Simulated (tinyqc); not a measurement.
Equilibrium crystal shape, supported particles, Gibbs-Thomson effect and coarsening: one step, computed by the program tinyqc. Command: `OMP_NUM_THREADS=1 python tinyqc.py 3000593 3000594 out.jsonl wulff walk`. One thread of a shared host (Intel(R) Xeon(R) Processor @ 2.30GHz), about 0.04 s of CPU time with the checks.

A cubic crystal bounded by {100}, {110} and {111} facets only.

Task: Surface energies from broken bonds. A cut with normal n breaks sum_R |R.n|/(2 Omega) bonds per area (R over all neighbours of a shell) and makes two surfaces: gamma = sum over shells e_s sum_R |R.n|/(4 Omega). fcc: 12 neighbours a/2 (1,1,0), 6 at a (1,0,0), Omega = a^3/4.

Inputs (values chosen for the exercise, for a model metal): lattice constant a = 4.24 angstrom; first-neighbour bond energy e1 = 0.419 eV; second-neighbour bond energy e2 = 0.18 eV.

Surface energies: broken bonds, fcc.

Constants: 1 eV/angstrom^2 = 16.02176634 J/m^2.

Give: gamma; Omega.

Result:

gamma (J/m^2): (100) 1.814, (110) 2.038, (111) 1.849

Omega = 19.06 angstrom^3

The lowest energy belongs to (100).
